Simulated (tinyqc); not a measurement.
Signal and retention of a DRAM cell: two steps of the calculation.

A stored one starts at Vd and leaks: Cs dV/dt = -I(V), I = a sqrt((V + Vb)/(Vd + Vb)) + b, with a = Ig exp[-(Eg1 q/kB)(1/T - 1/T0)] (generation in a depletion layer) and b = Is exp[-(Es q/kB)(1/T - 1/T0)]. The bit line is precharged to Vd/2, and charge sharing gives the signal (V - Vd/2) Cs/(Cs + Cb).

Inputs (values chosen for the exercise): array voltage Vd = 1.4 V; cell capacitance Cs = 15 fF; built-in plus back-bias voltage of the storage junction Vb = 1.33 V; junction leakage at V = Vd and T0 Ig = 1.8 fA; voltage-independent leakage at T0 Is = 1.6 fA; activation energy of Is Es = 0.4 eV; reference temperature T0 = 358 K; temperature T = 378 K; deviation of ln(retention time) over the cells sg = 0.58; cells Nc = 1.07e9; refresh interval tr = 64 ms; activation energy of Ig Eg1 = 0.57 eV.

Constants: q = 1.602176634e-19 C, kB = 1.380649e-23 J/K. Results are converted to the units shown.

Task 1. Retention time. With s = sqrt((Vc + Vb)/(Vd + Vb)), the time from Vd to Vc is t = [2 Cs (Vd + Vb)/a] [1 - s - (b/a) ln((a + b)/(a s + b))].

Vc = 0.88666667 V

Give: a; b; retention time; estimate with the current held at a + b.

Result 1.

a = 4.7845 fA
b = 3.1773 fA
retention time = 0.99652 s
estimate with the current held at a + b = 0.96712 s

Task 2. Failing cells. This time is the median of a log-normal spread: failing cells = Nc erfc(z/sqrt 2)/2, z = ln(t/tr)/sg. One failure is expected at the interval where that count equals 1.

retention time = 0.99652400 s

Wanted: z; failing cells; interval for one failure.

Result 2.

z = 4.733
failing cells = 1181
interval for one failure = 30.54 ms

The weakest cell of the array lies about 6.01 deviations out, a factor of 32.6 below the median; the chosen interval is longer than that time.

Range of the model: Real arrays also hold a tail of unusually leaky cells and cells whose retention varies in time, which this model lacks.

Numbers from tinyqc (`OMP_NUM_THREADS=1 python tinyqc.py 2130072 2130073 out.jsonl`; about 0.01 s on one thread of a shared Intel Xeon 2.30GHz).
